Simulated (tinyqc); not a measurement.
Two electrons on one impurity (helium-like model): sweeps and comparisons. A value that a table varies takes the place of the one given here.

Units Ha* = 2 Ry m/eps^2 and a* = a0 eps/m. One electron is bound by Z^2/2. Two electrons in the singlet built from exp(-a r) and exp(-b r): S = 8 (ab)^(3/2)/(a + b)^3, h_aa = a^2/2 - Z a, h_bb alike, h_ab = S (ab/2 - Z (a + b)/2), J = ab (a^2 + 3ab + b^2)/(a + b)^3, K = 20 (ab)^3/(a + b)^5, E = (h_aa + h_bb + 2 S h_ab + J + K)/(1 + S^2). For a = b this is a^2 - 2 Z a + 5a/8. Real double donors are deeper, since the central cell is left out.

Constants: e^2/(4 pi eps0) = 14.39964547 eV angstrom.

Inputs chosen for the exercise (near those of impurities in Ge; shifted at random, so the results belong to these values and not to a real crystal): m = 0.177 m0 (one mean mass); eps = 15.6 (dielectric constant); Zs = (0.99, 1.04, 1.22, 1.6, 1.99, 2.69, 3.48) (charges); a_lat = 5.658 angstrom (lattice constant); Eg = 0.748 eV (gap); ED = 13.8 meV (donor binding); EA = 11.2 meV (acceptor binding); W0 = 1.8 x 1e7/s (rate at zero distance); kind = opposite (sublattices of donor and acceptor); shells = (210, 424, 980, 993, 1585, 1823, 2182) (shell numbers).

## Effective charge

Ha* = 19.7913 meV

Binding of the first electron, of the second (-E - Z^2/2) with equal and with unequal orbitals, and U, the first less the second (unequal).

Results (meV):
```
Z     first  second, equal  second, unequal   a/b     U  U/(Z Ha*)
0.99    9.7          -0.61             0.20  3.79   9.5      0.485
1.04   10.7          -0.23             0.54  3.32  10.2      0.494
1.22   14.7           1.57             2.24  2.59  12.5      0.517
1.60   25.3           7.47             8.07  2.07  17.3      0.545
1.99   39.2          16.51            17.06  1.84  22.1      0.562
2.69   71.6          40.26            40.79  1.64  30.8      0.579
3.48  119.8          78.73            79.23  1.52  40.6      0.590
```

Equal orbitals bind a second electron only above Z = (5/16)/(1 - 1/sqrt2) = 1.067; unequal ones do so in 7 of the 7 rows. Their gain is 0.82 meV in the first row and 0.51 in the last, while the second binding grows to 79 meV, so the gain decides the matter only near Z = 1. U grows almost linearly with Z: U/(Z Ha*) goes from 0.485 to 0.590, towards 5/8, while the first binding grows as Z^2. Angular correlation is left out: at Z = 1 this function binds the second electron by 0.0133 Ha*, half the exact 0.0278.

## Pair lines (donor-acceptor pair recombination)

h nu = Eg - ED - EA + q/(eps R), q = e^2/(4 pi eps0); shell j lies at R = a_lat sqrt(j/2) for the same sublattice and a_lat sqrt(j/2 - 5/16) for opposite ones (on the same sublattice shells 14, 30, 46, 56, 62, ... are empty, where 2j has the form 4^a (8b + 7)); rate W = W0 exp(-2R/aD) with the donor radius aD = q/(2 eps ED). Polarisation and overlap terms, which matter for close pairs, are left out.

Energy, rate and lifetime for each shell.

Lines:
```
shell  R (angstrom)  Coulomb (meV)  h nu (eV)  step to the next shell (meV)  1/W (microsecond)
210           57.89           15.9     0.7389                         0.038               1.77
424           82.32           11.2     0.7342                         0.013               7.63
980          125.21            7.4     0.7304                        0.0038               99.2
993          126.03            7.3     0.7303                        0.0037                104
1585         159.25            5.8     0.7288                        0.0018                760
1823         170.79            5.4     0.7284                        0.0015           1.52e+03
2182         186.86            4.9     0.7279                        0.0011           3.96e+03
```

limit for distant pairs = 0.7230 eV
aD = 33.4 angstrom

The lines crowd together, on average as R^-3: the step falls from 0.038 to 0.0011 meV, so distant pairs merge into a band. Close pairs emit higher and 2.24e+03 times faster over this table, so the band shifts to lower energy with delay and to higher energy with stronger pumping. All these lines lie below Eg, and R/aD runs from 1.7 up.

tinyqc: `OMP_NUM_THREADS=1 python tinyqc.py 1282740 1282741 out.jsonl`; about 0.04 s, one thread, shared Intel(R) Xeon(R) Processor @ 2.30GHz.
